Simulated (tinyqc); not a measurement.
Worked calculation: two-dimensional dopant profile at a mask edge: lateral junction, overlap and effective channel length. Computed by tinyqc, a small Python program that keeps every step. Command: `OMP_NUM_THREADS=1 python tinyqc.py 3005898 3005899 out.jsonl lateral walk`. One thread of a shared host (Intel(R) Xeon(R) Processor @ 2.30GHz), about 0.01 s of CPU time with the checks. Intermediate numbers are printed to about 5 digits and carried at full precision; extremes and crossings named in words are read from the listed rows.

Ions enter for y < 0; the mask (spacer, then gate) covers y > 0. x is the depth. The surface reflects dopant during the anneal.

Inputs (values chosen for the exercise, modelled on a source-drain extension in silicon):
```
quantity               value    unit
dose Q               6.9e+14  1/cm^2
projected range R_p       33      nm
vertical straggle         11      nm
lateral straggle          12      nm
anneal budget D t    1.1e-13    cm^2
channel doping C_B   2.6e+17  1/cm^3
gate length L_g          230      nm
offset spacer             23      nm
oxide thickness          3.3      nm
```

Constants: eps_0 = 8.8541878128e-12 F/m.

## Widths and vertical profile

Widths s_x^2 = (vertical straggle)^2 + 2 D t, s_y^2 = (lateral straggle)^2 + 2 D t. C(x, y) = V(x) (1/2) erfc(y/(sqrt2 s_y)), V(x) = Q/(sqrt(2 pi) s_x) [exp(-(x - R_p)^2/(2 s_x^2)) + exp(-(x + R_p)^2/(2 s_x^2))]; 1 nm = 1e-7 cm. The vertical junction far from the mask solves V(x) = C_B.

s_x = 11.958 nm

s_y = 12.884 nm

V at the surface = 1.0220e+19 1/cm^3

V at R_p = 2.3019e+20 1/cm^3

vertical junction x_j = 77.054 nm

## Lateral junction at the surface

The lateral junction at depth x solves C = C_B: y_j(x) = sqrt2 s_y erfc^-1(2 C_B/V(x)). Overlap under the gate = y_j(0) - spacer; metallurgical channel L_met = L_g - 2 overlap (tails from the two sides are not added). Abruptness at y_j(0) in nm per decade = ln(10) s_y sqrt(pi/2) exp(u^2) erfc(u), u = y_j/(sqrt2 s_y). Overlap capacitance per width = 3.9 eps_0 overlap/t_ox (zero if there is no overlap).

lateral junction y_j(0) = 25.156 nm

ratio y_j(0)/x_j = 0.32647

overlap = 2.1561 nm

metallurgical channel L_met = 225.69 nm

lateral abruptness = 12.726 nm/decade

overlap capacitance = 0.022562 fF/um

The two overlaps take 2 % of the gate length. Caution: the profile peaks below the surface, where the junction reaches further under the gate than y_j(0); the overlap given is the one at the surface.

## Junction contour

The lateral junction at depth x solves C = C_B: y_j(x) = sqrt2 s_y erfc^-1(2 C_B/V(x)). Depths are 0, 0.15, 0.3, 0.45, 0.6, 0.75, 0.9 and 0.97 of x_j.

Contour:
```
x/x_j  x (nm)  V (1/cm^3)    y_j (nm)
0.00    0.000  1.0220e+19  2.5156e+01
0.15   11.558  4.6349e+19  3.2671e+01
0.30   23.116  1.6359e+20  3.8007e+01
0.45   34.674  2.2795e+20  3.9309e+01
0.60   46.233  1.2479e+20  3.6916e+01
0.75   57.791  2.6843e+19  3.0127e+01
0.90   69.349  2.2686e+18  1.5492e+01
0.97   74.743  5.2017e+17  5.1718e-03
```

The contour reaches furthest, 39.31 nm, at x/x_j = 0.45 among these rows, below the surface, where punch-through would start. It crosses the mask edge where V = 2 C_B.

## What the anneal budget does

x_j solves V(x) = C_B. Budgets are multiples of the given D t (at 0 the mirror term is kept, which overstates V(0) as implanted); those with V(0) not above 2.5 C_B are left out.

Junctions (nm):
```
multiple     s_x     s_y     x_j  y_j(0)  y_j/x_j   L_met
0.0       11.000  12.000   73.77  20.125  0.27280  235.75
0.1       11.100  12.091   74.11  20.688  0.27913  234.62
0.3       11.296  12.272   74.79  21.768  0.29106  232.46
1.0       11.958  12.884   77.05  25.156  0.32647  225.69
2.0       12.845  13.711   80.07  29.251  0.36531  217.50
4.0       14.457  15.232   85.51  35.883  0.41964  204.23
8.0       17.234  17.889   94.76  45.967  0.48511  184.07
16.0      21.749  22.271  109.51  60.615  0.55351  154.77
```

The ratio y_j/x_j goes from 0.27 to 0.55: as implanted, x_j includes R_p and y_j only the lateral straggle; after long diffusion both scale roughly with sqrt(D t) as long as V(0) stays far above C_B, and the ratio stays below 1 because the edge starts from half the concentration and an erfc falls faster than the Gaussian. L_met shrinks by 81.0 nm over the rows.

Checks made by the program: lateral profile against the convolution of a step with a Gaussian (relative difference below 1e-10).
